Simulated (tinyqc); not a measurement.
# Undoped symmetric double-gate MOSFET, analytic potential model: effects of single changes

An undoped body of thickness ts between two equal insulators and tied gates; long channel, electrons only, n = ni exp((psi - V)/Vt) with V the quasi-Fermi potential (0 at the source, Vd at the drain), constant mobility, no quantisation. Across the body psi(x) = V - 2 Vt ln[(ts/(2 beta)) sqrt(q ni/(2 eps0 eps_r Vt)) cos(2 beta x/ts)], x from the centre. Q is the electron charge per area of the whole body.

Values chosen for this exercise; material values close to those of gallium arsenide:
```
symbol    value        unit                                             meaning
T           300           K                                         temperature
Eg         1.45          eV                                            band gap
eps_r      13.1                      relative permittivity of the semiconductor
Nc      4.37e17       cm^-3              conduction-band density of states at T
Nv      8.86e18       cm^-3                 valence-band density of states at T
eox        22.3                     relative permittivity of the gate insulator
tox          12          nm                                 insulator thickness
ts           25          nm                                      body thickness
dphi       0.25           V  gate work function less that of the intrinsic body
mu          220  cm^2/(V s)                                    channel mobility
L           0.1          um                                         gate length
Vd            1           V                                       drain voltage
```

Constants: q = 1.602176634e-19 C, kB = 1.380649e-23 J/K, Vt = kB T/q, eps0 = 8.8541878128e-14 F/cm where lengths are in cm. Results are converted to the units shown.

Each table varies one quantity; the others keep the values above.

## Transfer curve and volume inversion

ni = sqrt(Nc Nv) exp(-Eg/(2 Vt)), Eg in volts; r = eps_r tox/(eox ts); V0 = dphi + 2 Vt ln[(2/ts) sqrt(2 eps0 eps_r Vt/(q ni))]. beta (between 0 and pi/2) solves (Vg - V0 - V)/(2 Vt) = ln(beta) - ln(cos beta) + 2 r beta tan(beta). Q = 8 eps0 eps_r Vt beta tan(beta)/ts; I = mu (1/L)(4 eps0 eps_r/ts)(2 Vt)^2 [g(beta_s) - g(beta_d)] per width, g = beta tan(beta) - beta^2/2 + r beta^2 tan^2(beta), with beta_s at V = 0 and beta_d at V = Vd. The drop is psi(surface) - psi(centre) at the source end; C = dQs/dVg, Cg = 2 eps0 eox/tox; gm = dI/dVg.

Transfer curve and volume inversion:
```
Vg (V)  Qs (nC/cm^2)  drop (mV)      C/Cg  I (uA/um)  gm/I (1/V)
0.62        8.568e-4   2.308e-4  1.007e-5   4.873e-5       38.68
0.77          0.2821    0.07598  0.003299    0.01609       38.58
0.92           43.04      10.78    0.2879      3.393       27.91
1.07           290.8      51.85    0.6562      53.55       11.95
1.22           655.2      83.98    0.7995      207.7       6.939
1.37            1068      106.1    0.8643      491.1       4.783
1.52            1504      122.3    0.8991      914.9       3.616
1.67            1953      135.1    0.9202       1485       2.893
1.82            2411      145.5    0.9343       2205       2.404
```

The current rises from 4.87e-5 to 2200 uA/um. In the first row gm/I is 38.7 1/V, within 0.01 % of 1/Vt: with no depletion charge the whole body follows the gate, and the swing is ideal. The drop between surface and centre goes from 2.3e-4 to 145 mV and passes Vt at Vg = 1.07 V among the rows; below that the density varies across the body by less than a factor of e (volume inversion). C reaches 0.93 of Cg in the last row. For Vg = 0.92 to 1.82 V the surface density at the source passes 0.3 Nc, where Boltzmann statistics fail. For Vg = 1.07 to 1.82 V mu V/L, with V the smaller of Vd and Vg - V0, passes 3e6 cm/s, so velocity saturation would lower the current. In every row L is under three scale lengths of this cross-section, so short-channel effects, left out here, would raise the subthreshold current.

## Output curve

Same model as above.

In this table Vg = 1.22 V.

Result of one run:
```
Vd (V)  Qd (nC/cm^2)     Qd/Qs  I (uA/um)
0.43          0.6079  9.278e-4      207.7
```

What becomes of these results when the drain voltage Vd is changed from 0.43 to 0.38 V, all else the same?

Result of the changed run:
```
Vd (V)  Qd (nC/cm^2)     Qd/Qs  I (uA/um)
0.38           3.951  0.006031      207.5
```

The whole series:
```
Vd (V)  Qd (nC/cm^2)     Qd/Qs  I (uA/um)
0.06           501.3    0.7652      76.24
0.11           380.7    0.5811      124.7
0.16           269.5    0.4113      160.3
0.22           153.2    0.2339      188.0
0.27           76.79    0.1172      200.4
0.32           26.60   0.04060      205.8
0.38           3.951  0.006031      207.5
0.43          0.6079  9.278e-4      207.7
0.48         0.08873  1.354e-4      207.7
```

The current rises from 76.2 to 208 uA/um, while the charge at the drain end falls from 0.77 to 1.4e-4 of that at the source. The current first comes within 1 % of its last value at Vd = 0.32 V among the rows. Over the last rows Qd falls by a factor of e for each Vt of drain voltage: the drain end is in weak inversion. In every row the surface density at the source passes 0.3 Nc, where Boltzmann statistics fail. For Vd = 0.16 to 0.48 V mu V/L, with V the smaller of Vd and Vg - V0, passes 3e6 cm/s, so velocity saturation would lower the current. In every row L is under three scale lengths of this cross-section, so short-channel effects, left out here, would raise the subthreshold current.

Numbers from tinyqc (`OMP_NUM_THREADS=1 python tinyqc.py 2440138 2440139 out.jsonl`; about 0.03 s on one thread of a shared Intel Xeon 2.30GHz).
